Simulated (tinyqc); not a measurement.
Ellipsoidal valleys in the axes of a wafer and a channel: sweeps and comparisons. A value that a table varies takes the place of the one given here.

Valleys with axes a along x, y and z, one whole valley each; inverse mass tensor w = 1/mt + (1/ml - 1/mt) a a. Device axes: z = nz/|nz|, x = nx/|nx|, y = z cross x; in them a = (ax, ay, az). Confinement mass mz = 1/w_zz. In the plane w_ij is replaced by u_ij = w_ij - w_iz w_jz/w_zz (i, j = x, y); density-of-states mass md = 1/sqrt(det u); conductivity mass along x mc = 1/u_xx; ballistic transport mass mx = u_yy/det u, width mass my = 1/u_yy.

Hard walls: E_n = c (n pi/t)^2/mz, c = hbar^2/2m0, n = 1, 2, 3. Non-degenerate share of a valley proportional to md sum_n exp(-E_n/kT); mean 1/mc = sum of share/mc. 1 nm = 10 angstrom.

Constants: hbar^2/2m0 = 3.80998211 eV angstrom^2; kB = 8.617333262e-05 eV/K.

Values chosen for the exercise (near those of the X valleys of AlAs; the results hold for these values, not for the real material): ml = 1.132 m0 (longitudinal mass); mt = 0.194 m0 (transverse mass); t = 5.4 nm (thickness of the film); T = 300 K (temperature); nz = (1, 1, 0) (surface normal (confinement)); nx = (0, 0, 1) (channel direction).

## Wafer and channel orientation

For each face/channel: the lowest ladder (mz, number of valleys, md, E1, share) and the mean conductivity mass over all valleys.

Results:

| face/channel | mz | valleys | md | E1 (meV) | share | mean mc |
|---|---|---|---|---|---|---|
| (110)/[1-10] | 0.331 | 2 | 0.359 | 38.9 | 0.818 | 0.4602 |
| (100)/[011] | 1.132 | 1 | 0.194 | 11.4 | 0.693 | 0.2223 |
| (001)/[110] | 1.132 | 1 | 0.194 | 11.4 | 0.693 | 0.2223 |
| (112)/[11-1] | 0.433 | 1 | 0.314 | 29.8 | 0.519 | 0.3690 |
| (110)/[1-11] | 0.331 | 2 | 0.359 | 38.9 | 0.818 | 0.3440 |
| (111)/[11-2] | 0.268 | 3 | 0.399 | 48.1 | 1.000 | 0.3137 |
| (113)/[1-10] | 0.602 | 1 | 0.266 | 21.4 | 0.601 | 0.2362 |

The mean conductivity mass is lowest, 0.2223, for (100)/[011] and (001)/[110] and highest, 0.4602, for (110)/[1-10]; the bulk value is 0.2680. The confinement energy is lowest on the face with the heaviest mz ((100), 11 meV). The density of states of the lowest ladder, valleys times md, runs between 0.194 and 1.196; a small value limits the charge through the quantum capacitance.

## Thickness of the film

Share of the lowest ladder and mean conductivity mass.

Results:

| t (nm) | lowest E1 (meV) | spread of E1 (meV) | share of the lowest ladder | mean mc |
|---|---|---|---|---|
| 2.0 | 283.8 | 200.8 | 1.000 | 0.1940 |
| 3.0 | 126.1 | 89.2 | 0.980 | 0.1973 |
| 4.0 | 71.0 | 50.2 | 0.914 | 0.2088 |
| 5.0 | 45.4 | 32.1 | 0.842 | 0.2232 |
| 7.0 | 23.2 | 16.4 | 0.753 | 0.2439 |
| 10.0 | 11.4 | 8.0 | 0.710 | 0.2554 |
| 14.0 | 5.8 | 4.1 | 0.688 | 0.2617 |

The spread falls as 1/t^2 and passes kT = 25.9 meV between t = 5 and 7 nm; the share of the lowest ladder goes from 1.000 to 0.688 and the mean mass goes from 0.1940 to 0.2617, against 0.2680 for equal shares, the limit of a thick film (the bulk value 3/(1/ml + 2/mt) is 0.2680). Three subbands a valley become too few once E3 nears kT. In the thinnest rows E1 (284 meV) is beyond the parabolic range.

## What each parameter does

Lowest E1, its share and the mean conductivity mass. Each row changes one parameter from the base and keeps the others.

Results:

| case | lowest E1 (meV) | share | mean mc (m0) |
|---|---|---|---|
| base | 38.93 | 0.8178 | 0.2285 |
| ml = 1.245 m0 | 38.41 | 0.8199 | 0.2288 |
| mt = 0.175 m0 | 42.54 | 0.8362 | 0.2031 |
| t = 4.86 nm | 48.06 | 0.8513 | 0.2213 |
| T = 270 K | 38.93 | 0.8342 | 0.2249 |

The largest shifts from the base row, up to three for each result and ties (the steps differ in size, so this ranks the rows, not the parameters). lowest E1 (meV): t +9.13, mt +3.61, ml -0.52; unchanged at the printed digits by T. share: t +0.0335, mt +0.0184, T +0.0164. mean mc (m0): mt -0.0254, t -0.0072, T -0.0036.

Program tinyqc; command `OMP_NUM_THREADS=1 python tinyqc.py 1880894 1880895 out.jsonl`; about 0.01 s on one thread of a shared Intel(R) Xeon(R) Processor @ 2.30GHz.
